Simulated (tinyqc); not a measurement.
# Frequency dispersion of an accumulation capacitance by border traps, distributed model, step by step

Program tinyqc, `OMP_NUM_THREADS=1 python tinyqc.py 2202097 2202098 out.jsonl`; Intel Xeon 2.30GHz, shared host, one thread, about 0.4 s. Printed values are rounded.

Traps spread evenly through the insulator exchange electrons with the semiconductor by tunnelling, with tau(x) = t0 exp(2 ka x) at depth x from the interface. The admittance per area Y seen at depth x obeys dY/dx = -Y^2/(i w eps0 eox) + q Nb ln(1 + i w tau)/tau, with Y(0) = i w Cs and w = 2 pi f; the gate sees Y(tox) = G + i w C. Working variable y = Y/(i w), in uF/cm^2. Cox = eps0 eox/tox.

Parameters, values chosen for the exercise; permittivity close to that of aluminium oxide: relative permittivity of the insulator eox = 8.8; insulator thickness tox = 4.9 nm; semiconductor capacitance in accumulation Cs = 2.8 uF/cm^2; density of border traps Nb = 5.2e19 cm^-3 eV^-1; decay constant of the wave function in the insulator ka = 5.9 1/nm; time constant of a trap at the interface t0 = 2e-11 s; frequency f = 1e6 Hz; depth down to which the steps are taken xe = 1.2 nm.

Constants: q = 1.602176634e-19 C, eps0 = 8.8541878128e-14 F/cm where lengths are in cm. Results are converted to the units shown.

## Scales and lumped estimate

Cox; trap-free value 1/(1/Cox + 1/Cs); response depth d = ln(1/(w t0))/(2 ka), where w tau = 1; lumped estimate: all traps within d act as C_bt = q Nb d placed at d/2, so C = 1/{1/[1/(1/Cs + d/(2 eps0 eox)) + C_bt] + (tox - d/2)/(eps0 eox)}.

Cox = 1.590140 uF/cm^2
trap-free C = 1.014180 uF/cm^2
d = 0.7611781 nm
C_bt = 0.6341617 uF/cm^2
lumped C = 1.107551 uF/cm^2

The traps within reach amount to 0.226 Cs and lie in the first 15.5 % of the insulator.

## Midpoint steps through the active depth

In terms of y: dy/dx = -y^2/(eps0 eox) + s(x), s = q Nb ln(1 + z)/z, z = i w tau. 8 midpoint steps of h = xe/8: y_half = y + (h/2) y'(x, y), y(new) = y + h y'(x + h/2, y_half).

```
point  x (nm)      s (uF/(cm^2 nm))         y (uF/cm^2)
0           0  0.8331318-0.0000523i  2.800000+0.000000i
1        0.15  0.8331317-0.0003073i  2.775436-0.000019i
2         0.3  0.8331266-0.0018042i  2.753355-0.000126i
3        0.45  0.8329524-0.0105890i  2.733487-0.000755i
4         0.6  0.8270243-0.0615040i  2.715447-0.004439i
5        0.75  0.6840877-0.2708828i  2.694342-0.024761i
6         0.9  0.2232597-0.2682401i  2.623084-0.070461i
7        1.05  0.0424100-0.0940107i  2.510659-0.087162i
8         1.2  0.0073528-0.0243257i  2.397612-0.085991i
```

## Capacitance and conductance at the gate

y at xe = 2.397612-0.085991i uF/cm^2

Beyond xe the traps are ignored, so 1/y(tox) = 1/y(xe) + (tox - xe)/(eps0 eox); C = Re y, G/w = -Im y, loss tangent G/(w C).

y at the gate = 1.121502-0.018796i uF/cm^2
C = 1.121502 uF/cm^2
G/w = 0.01879567 uF/cm^2
loss tangent = 0.01675937

A fine integration over the whole insulator gives C = 1.1221 and G/w = 0.01931 uF/cm^2; the coarse G/w is 2.7 % below that. The fine C is 11 % above the trap-free value, and the lumped estimate is 1.3 % below the fine result.
